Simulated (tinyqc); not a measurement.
# p-n diode, drift-diffusion by the Gummel loop with Scharfetter-Gummel fluxes: what changes with what

Abrupt junction at x = 0, p side from -Lp, n side to Ln, ohmic contacts. psi is counted from the intrinsic level; n = ni exp((psi - phin)/Vt), p = ni exp((phip - psi)/Vt). Contacts: p side psi = V - Vt ln(Na/ni), p = Na, n = ni^2/Na; n side psi = Vt ln(Nd/ni), n = Nd, p = ni^2/Nd. Constant mobilities, D = mu Vt, Boltzmann statistics, SRH recombination through a mid-gap level, U = (n p - ni^2)/(tp (n + ni) + tn (p + ni)). Current is positive from the p contact to the n contact.

Parameters, values chosen for the exercise; band and dielectric values close to those of indium phosphide:
- T = 350 K (temperature)
- Eg = 1.32 eV (band gap)
- eps_r = 12.4 (relative permittivity)
- Nc = 7.27e17 cm^-3 (conduction-band density of states at T)
- Nv = 1.39e19 cm^-3 (valence-band density of states at T)
- Na = 3.6e15 cm^-3 (acceptor density of the p side)
- Nd = 1.4e17 cm^-3 (donor density of the n side)
- mun = 3900 cm^2/(V s) (electron mobility)
- mup = 170 cm^2/(V s) (hole mobility)
- tn = 1e-7 s (SRH lifetime of electrons)
- tp = 2e-7 s (SRH lifetime of holes)
- Lp = 2.1 um (length of the p side)
- Ln = 4.6 um (length of the n side)
- G = 0 cm^-3 s^-1 (uniform generation rate)

Constants: q = 1.602176634e-19 C, kB = 1.380649e-23 J/K, Vt = kB T/q, eps0 = 8.8541878128e-14 F/cm where lengths are in cm. Results are converted to the units shown.

Each table varies one quantity; the others keep the values above.

## Current against voltage in the dark

ni = sqrt(Nc Nv) exp(-Eg/(2 Vt)), Eg in volts. Poisson and both continuity equations are solved self-consistently with Scharfetter-Gummel fluxes on a graded mesh of 500 nodes. J_scr is q times the integral of U between -xp and xn. Ideal diffusion current J_id = q ni^2 [Dn coth(wp/Le)/(Le Na) + Dp coth(wn/Lh)/(Lh Nd)] (exp(V/Vt) - 1), Le = sqrt(Dn tn), Lh = sqrt(Dp tp), wp = Lp - xp, wn = Ln - xn, with xp and xn from the depletion approximation (W = sqrt(2 eps0 eps_r (Vbi - V)(1/Na + 1/Nd)/q), xp = W Nd/(Na + Nd), xn = W Na/(Na + Nd), Vbi = Vt ln(Na Nd/ni^2)). Ideality factor = 0.004 V/(Vt ln[J(V + 0.004 V)/J(V)]). Here G = 0.

In this table G = 0 cm^-3 s^-1.

Current against voltage in the dark:
columns A: V (V); B: J (A/cm^2); C: ideality factor; D: J_scr/J (%); E: J_id (A/cm^2); F: share recombining at the contacts (%); G: larger minority/doping at -xp and xn
```
A           B     C       D        E     F         G
0.2   1.05e-7  1.54    76.0  2.55e-8  23.9  8.87e-11
0.29  8.79e-7  1.26    44.6  4.95e-7  55.3   1.74e-9
0.37  8.40e-6  1.10    19.3  6.89e-6  80.7   2.44e-8
0.46  1.39e-4  1.03    5.84  1.33e-4  94.0   4.75e-7
0.54  0.00185  1.02    1.90  0.00185  98.0   6.61e-6
0.63   0.0352  1.01   0.551   0.0357  99.3   1.27e-4
0.72    0.670  1.01   0.171    0.688  99.7   0.00238
0.8      9.03  1.03  0.0615     9.50  99.8    0.0301
0.89      140  1.21  0.0172      181  99.9     0.371
```

J rises from 1.05e-7 to 140 A/cm^2; the ideality factor goes from 1.54 through a minimum of 1.01 (at V = 0.63 V among the rows listed) to 1.21. Recombination in the depleted layer carries over half of the current up to V = 0.2 V, where the factor is 1.54; it grows roughly as exp(V/2 Vt), so diffusion overtakes it. Where the factor is lowest (V = 0.63 V), J is 1.6 % below the ideal diffusion current. From V = 0.89 V on the minority density at an edge of the layer exceeds a tenth of the doping, and in the last row J is 23 % below the ideal value.

## Effect of the SRH lifetime of holes at fixed bias

Same model as above.

In this table V = 0.74 V.

Results:
columns A: tp (s); B: J (A/cm^2); C: ideality factor; D: J_scr/J (%); E: J_id (A/cm^2); F: share recombining at the contacts (%); G: larger minority/doping at -xp and xn
```
A         B     C       D     E     F        G
1e-11  1.39  1.05    5.42  1.36  91.9  0.00451
1e-10  1.33  1.03    2.53  1.34  96.5  0.00453
1e-9   1.30  1.02    1.05  1.33  98.5  0.00453
1e-8   1.29  1.02   0.425  1.33  99.4  0.00453
1e-6   1.29  1.02  0.0691  1.33  99.8  0.00454
1e-5   1.29  1.02  0.0205  1.33  99.9  0.00454
```

Estimate the missing row, tp = 1e-7 s.

Computed row:
columns A: tp (s); B: J (A/cm^2); C: ideality factor; D: J_scr/J (%); E: J_id (A/cm^2); F: share recombining at the contacts (%); G: larger minority/doping at -xp and xn
```
A        B     C      D     E     F        G
1e-7  1.29  1.02  0.174  1.33  99.7  0.00454
```

With this row back in the table: As tp rises from 1e-11 to 1e-5, J falls from 1.39 to 1.29 A/cm^2, the share of the depleted layer falls from 5.42 to 0.0205 % and the share lost at the contacts rises from 91.9 to 99.9 %. The exponent d ln J/d ln tp is -0.02 between the first two rows and 0.00 between the last two. J less J_scr is 3.1 % below J_id in the last row.

Program tinyqc, `OMP_NUM_THREADS=1 python tinyqc.py 2240057 2240058 out.jsonl`; Intel Xeon 2.30GHz, shared host, one thread, about 0.2 s.
